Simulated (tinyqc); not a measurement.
# MOSFET in the linear regime without short-channel effects, parameter extraction from computed curves: extraction methods against the temperature

Inversion charge Q = Cox n Vt W0(exp((Vg - VT)/(n Vt))), W0 the Lambert function and n = nf; u = Q/Cox; mobility mu = mu0/(1 + th1 u + th2 u^2); channel resistance Rch = (L - dL)/(W mu Q); Id = Vd/(Rch + Rsd/W). Cox = eps0 eox/tox. Small Vd, no channel-length or drain effects.

From the continuous curve Id(Vg): tangent at peak gm (V_ext = Vg - Id/gm); constant current Id = 0.1 uA W/L; peak of d2Id/dVg2; Y = Id/sqrt(gm) drawn through Vg = VT + 0.6 and VT + 0.8 V, with intercept VT_Y and slope s. Mobilities gm,max L/(W Cox Vd) and s^2 L/(W Cox Vd) with the drawn L. Last column: share of Rsd/W in the total resistance at VT + 0.8 V.

Values chosen for this exercise; channel values of the order met in silicon transistors: relative permittivity of the gate insulator (close to silicon dioxide) eox = 3.9; insulator thickness tox = 4.1 nm; low-field mobility mu0 = 160 cm^2/(V s); first mobility attenuation factor th1 = 0.57 1/V; second mobility attenuation factor th2 = 0.1 1/V^2; threshold voltage VT = 0.46 V; body factor nf = 1.47; gate width W = 1 um; drawn gate length L = 1.1 um; drawn less effective length dL = 0.013 um; source plus drain resistance Rsd = 190 ohm um; drain voltage Vd = 0.01 V.

Constants: q = 1.602176634e-19 C, kB = 1.380649e-23 J/K, Vt = kB T/q, eps0 = 8.8541878128e-14 F/cm where lengths are in cm. Results are converted to the units shown.

Extraction methods against the temperature:
columns A: T (K); B: V_ext (V); C: constant current (V); D: second derivative (V); E: VT_Y (V); F: mobility from gm (cm^2/(V s)); G: mobility from Y (cm^2/(V s)); H: series share (%)
```
A        B      C      D      E     F    G     H
77   0.466  0.557  0.458  0.515   131  180  1.18
110  0.467  0.560  0.457  0.520   126  177  1.17
150  0.466  0.563  0.455  0.524   121  173  1.16
220  0.462  0.565  0.452  0.528   114  167  1.14
300  0.457  0.563  0.448  0.530   108  160  1.12
370  0.450  0.560  0.443  0.528   104  154  1.10
450  0.442  0.554  0.438  0.525  99.6  148  1.08
```

The model has VT = 0.46 V and mu0 = 160 cm^2/(V s). Over the table the extracted thresholds move by 25 mV (tangent), 11 mV (constant current), 19 mV (second derivative), 14 mV (Y function). The mobility from gm falls from 131 to 99.6 and that from Y falls from 180 to 148 cm^2/(V s).

Program tinyqc, `OMP_NUM_THREADS=1 python tinyqc.py 2210137 2210138 out.jsonl`; Intel Xeon 2.30GHz, shared host, one thread, about 0.01 s.
